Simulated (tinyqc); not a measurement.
# Changing the layers in the well N

Model: surface segregation during layer-by-layer epitaxy: two-layer exchange kinetics and the shape of quantum wells and delta layers. Computed by tinyqc, a small Python program. Command: `OMP_NUM_THREADS=1 python tinyqc.py 3001348 3001349 out.jsonl mbeseg sweep`. One thread of a shared host (Intel(R) Xeon(R) Processor @ 2.30GHz), about 0.03 s of CPU time with the checks.

Atoms A and B exchange only between the growing layer and the one below it. B is supplied for N layers, then pure A follows.

Inputs (values chosen for the exercise, close to those used for antimony in silicon):
```
quantity                                   value      unit
barrier E1 for B to move up                 1.79        eV
segregation energy E_s                      0.64        eV
attempt frequency nu                          10       THz
growth rate G                              0.058  layers/s
share x0 of B in the flux during the well   0.18         -
layer thickness                             1.36  angstrom
temperature T                                380         C
```

Constants: k_B = 8.617333262e-05 eV/K.

Method:
- p1 = nu exp(-E1/(k_B T)) (B up, A down), p2 = nu exp(-(E1 + E_s)/(k_B T)) (B down); time per layer tau = 1/G; K = p1/p2.
- Temperatures in kelvin are T(C) + 273.15.
- Dilute equilibrium share passed up per layer R_eq = K/(1 + K).
- Each layer is deposited complete with B share x_dep and then exchanges for the time tau = 1/G with the layer below, whose share is b (total c = s + b fixed): ds/dt = p1 b (1 - s) - p2 s (1 - b), s(0) = x_dep. With the roots s1 < s2 of the right side, (s - s1)/(s - s2) = [(s(0) - s1)/(s(0) - s2)] exp(-(p1 - p2)(s2 - s1) tau). The lower layer is then buried with c - s, and s becomes the b of the next layer.
- In the dilute tail each layer passes up the share R = R_eq (1 - exp(-(p1 + p2) tau)); decay length = -layer thickness/ln R.
- Index 0 is the last layer of pure A below the well. Share of B outside the intended layers 1..N = 1 - (sum over 1..N)/(N x0).

One run for each value:
```
layers in the well N  peak share (largest buried share)  share of B outside the well
1                                                0.0170                       0.9054
2                                                0.0400                       0.8147
3                                                0.0645                       0.7180
4                                                0.0963                       0.6253
6                                                0.1473                       0.4733
8                                                0.1693                       0.3687
12                                               0.1790                       0.2494
16                                               0.1799                       0.1873
24                                               0.1800                       0.1249
```

What does the table show, and why?

Over the rows, peak share (largest buried share) rises from 0.0170 to 0.180 (exponent d ln y / d ln x 1.2 between the first rows and 0.0011 between the last); share of B outside the well falls from 0.905 to 0.125 (exponent d ln y / d ln x -0.15 between the first rows and -1.00 between the last). In the dilute limit the share approaches x0 roughly as 1 - R^n.

Caution (all rows): two-layer exchange with complete layers is a simplification that can understate segregation at low temperature; desorption, step-edge exchange and surfactants are left out. Caution (rows 4, 6, 8, 12, 16, 24): the floating layer fills towards saturation, so the dilute decay length holds only far out in the tail.

Extremes, crossings and ranges named in words are read from the listed rows.
